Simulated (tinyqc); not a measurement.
# Worked calculation: an infinitely deep well in a field (quantum-confined Stark shift), Airy functions

Computed by the program tinyqc: `OMP_NUM_THREADS=1 python tinyqc.py 2580114 2580115 out.jsonl`, one thread of a shared Intel Xeon 2.30GHz, about 0.03 s for the whole run. Printed values are rounded.

Hard walls at x = -L/2 and +L/2; between them U(x) = -F x (eV, zero at the centre). C = hbar^2/(2 m0), e = (C F^2/m1)^(1/3), z1 = (F L/2 - E)/e at the left wall and z2 = (-F L/2 - E)/e at the right wall. Levels are the roots of D(E) = Ai(z1) Bi(z2) - Ai(z2) Bi(z1).

Inputs (values chosen for the exercise):
```
symbol,value,unit,meaning
m1,0.086,m0,mass
L,5.6,nm,well width
F,0.11,V/nm,field
n,1,,level sought
```

Constants: q = 1.602176634e-19 C, hbar = 1.054571817e-34 J s, m0 = 9.1093837015e-31 kg, hbar^2/(2 m0) = 0.0380998212 eV nm^2. Results are converted to the units shown.

## Level without field and second-order shift

E_n(0) = C (n pi/L)^2/m1; second-order shift m1 F^2 L^4 (1 - 15/(pi n)^2)/(48 C pi^2 n^2).

E_n(0) = 0.139427 eV
second-order shift = -29.4729 meV
F L/E_1(0) = 4.41807

## Step 1: secant step for the level

first trial energy = 0.1394 eV
second trial energy = 0.1324 eV

Secant step from the last two trial energies, E_a the older and E_b the newer: next = E_b - D(E_b) (E_b - E_a)/(D(E_b) - D(E_a)).

D(E_a) = 0.117158
D(E_b) = 0.0916285
third trial energy = 0.107276 eV

## Step 2: secant step for the level

As before.

D(E_a) = 0.0916285
D(E_b) = -0.0181368
fourth trial energy = 0.111428 eV

## Course of the secant iteration

Stop when E changes by less than 1e-10 eV and the root is level n (n - 1 nodes between the walls). E_a and E_b start as the two trial energies.

Course of the iteration:
```
step    E (eV)  change (eV)
1     0.107276       0.0251
2     0.111428      4.15e-3
3     0.111002      4.25e-4
4     0.110994      8.23e-6
5     0.110994      1.84e-8
6     0.110994     7.77e-13
```

Converged in 6 steps to level 1.

## Stark shift

Exact shift E_n(F) - E_n(0), and the mean position <x> = -dE_n/dF. E_n(0) = C (n pi/L)^2/m1; second-order shift m1 F^2 L^4 (1 - 15/(pi n)^2)/(48 C pi^2 n^2).

E_n = 0.110994 eV
shift = -28.4334 meV
<x> = 0.49961 nm

The second-order estimate is 3.7 % above the exact shift in size.
